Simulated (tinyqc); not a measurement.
Worked calculation: self-heating of a transistor with one or more fingers, with temperature-dependent conductivity. Computed by tinyqc, a small Python program that keeps every step. Command: `OMP_NUM_THREADS=1 python tinyqc.py 3013282 3013283 out.jsonl selfheat walk`. One thread of a shared host (Intel(R) Xeon(R) Processor @ 2.30GHz), about 0.06 s of CPU time with the checks. Intermediate numbers are printed to about 6 digits and carried at full precision; extremes and crossings named in words are read from the listed rows.

N long parallel fingers lie on the top face of a slab whose bottom is held at T_0; the top is otherwise insulated, and heat flows in two dimensions. P in W/mm is 1000 P in W/m.

Inputs (values chosen for the exercise, modelled on gallium arsenide):
```
quantity                                      value           unit
conductivity at the base temperature kappa_0   38.3        W/(m K)
exponent m in kappa ~ T^-m                     1.33              -
base temperature T_0                            358              K
power per gate width P                         0.18           W/mm
fingers N                                         6              -
finger pitch s                                   14     micrometre
width of the heat source w                     0.24     micrometre
substrate thickness t                           100     micrometre
phonon free path Lambda                          55             nm
heat capacity C                                1.67  1e6 J/(m^3 K)
pulse length                                  0.051    microsecond
power coefficient beta                          1.8         1e-3/K
```

Power: power rises with temperature.

## Geometry factors

A line source of power P on the top face raises the top at distance x by (P/(pi kappa_0)) g(x), g(x) = -ln tanh(pi x/(4 t)) (the image sum for the slab). On a strip of width w the centre sees the mean of g over the strip, g_0 = 1 + ln(8 t/(pi w)) for w much below t.

own factor g_0 = 7.96700

g(j s), j = 1..7: 2.21170  1.53047  1.14444  0.88310  0.69244  0.54786  0.43580

## Linear temperature rise of each finger

theta_i = (P/(pi kappa_0)) [g_0 + sum over j != i of g(|i - j| s)], with equal powers and constant conductivity; thermal resistance = largest theta/P.

theta of each finger (K): 21.5856  23.8584  24.8268  24.8268  23.8584  21.5856

largest theta = 24.8268 K

thermal resistance = 137.927 K mm/W

The neighbours supply 52 % of the rise of the hottest finger, which runs 3.2 K above the outer ones.

## Correction for the falling conductivity

Kirchhoff transformation for kappa = kappa_0 (T/T_0)^-m: T = T_0 [1 - (m - 1) theta/T_0]^(-1/(m - 1)), where theta is the linear rise. The bracket vanishes at the power P T_0/((m - 1) theta).

peak temperature = 384.017 K

true rise = 26.0173 K

true rise / linear rise = 1.04795

power at which the formula diverges = 7.86539 W/mm

The falling conductivity adds 4.8 % to the rise.

## Extra rise from ballistic phonons

Near a source smaller than the free path, Fourier's law overstates the flow. Rough estimate: a strip that emits phonons into a half space adds a resistance times area of 4 Lambda/(3 kappa_0), from the ballistic flux C v Delta T/4 with kappa_0 = C v Lambda/3, so Delta T_b = 4 Lambda P/(3 kappa_0 w); Knudsen number Lambda/w.

Knudsen number = 0.229167

ballistic rise Delta T_b = 1.43603 K

Delta T_b / largest theta = 0.0578419

By this estimate the ballistic term is at most a fifth of the Fourier rise.

## Electrothermal feedback

The power follows P [1 + beta (T - T_0)] with T the peak temperature, for all fingers alike. Start at T_0 and repeat; stop when T changes by less than 1e-6 K, after 50 steps, or when the bracket falls below 0.05.

Iterations:
```
step  power (W/mm)    T (K)   change (K)
1         0.180000  384.017  2.60173e+01
2         0.188430  385.296  1.27920e+00
3         0.188844  385.360  6.30409e-02
4         0.188864  385.363  3.10711e-03
5         0.188865  385.363  1.53141e-04
6         0.188866  385.363  7.54794e-06
7         0.188866  385.363  3.72019e-07
```

converged (1 yes, 0 no) = 1

peak temperature with feedback = 385.363 K

Converged in 7 steps; feedback adds 1.3 K.

## Rise at the end of a pulse

After switching on, theta(tau) = (P D/kappa_0) int_0^tau X(u) Z(u) du at the hottest finger, D = kappa_0/C; X = sum over fingers at distance x of [erf((x + w/2)/r) - erf((x - w/2)/r)]/(2 w), Z = sum_(j=-200..200) (-1)^j exp(-(2 j t/r)^2)/sqrt(pi D u), r = 2 sqrt(D u); trapezoid rule on 300 points evenly spaced in ln u from u_0 = 1e-3 min(tau, w^2/D) to tau, plus the exact piece 2 sqrt(u_0/(pi D))/w below u_0. Conductivity and power are held at their base values here, and Fourier's law is used even where the diffusion length is near a phonon free path.

diffusivity D = 22.9341 micrometre^2/microsecond

diffusion length sqrt(D tau) = 1.08150 micrometre

linear rise after the pulse = 5.391 K

share of the steady rise = 0.2171

## Rise against time

The formulas are those given above.

Heating curve:
```
time (microsecond)  sqrt(D time) (micrometre)  rise (K)  share of the steady rise
4.40e-04                             0.100454    1.9196                   0.07732
0.0044                               0.317664    3.5663                    0.1436
0.044                                 1.00454    5.2807                    0.2127
0.44                                  3.17664    7.0042                    0.2821
4.4                                   10.0454    9.6698                    0.3895
22                                    22.4622    13.979                    0.5631
87                                    44.6684    19.271                    0.7762
260                                   77.2196    23.305                    0.9387
650                                   122.095    24.707                    0.9952
```

Half the steady rise is reached between 4.4 and 22 microseconds, and the last row holds 99.5 % of it; the slowest time constant is 4 t^2/(pi^2 D) = 177 microseconds. While the diffusion length lies between w and the pitch or thickness, the rise grows as the logarithm of time; once it nears the pitch of 14 micrometre the neighbours add their heat.

Checks made by the program: g(s) against the alternating image sum (relative difference 6e-07); Kirchhoff integral of kappa/kappa_0 from T_0 to T (relative difference below 1e-10); long-time limit against the steady rise (relative difference 2e-05).
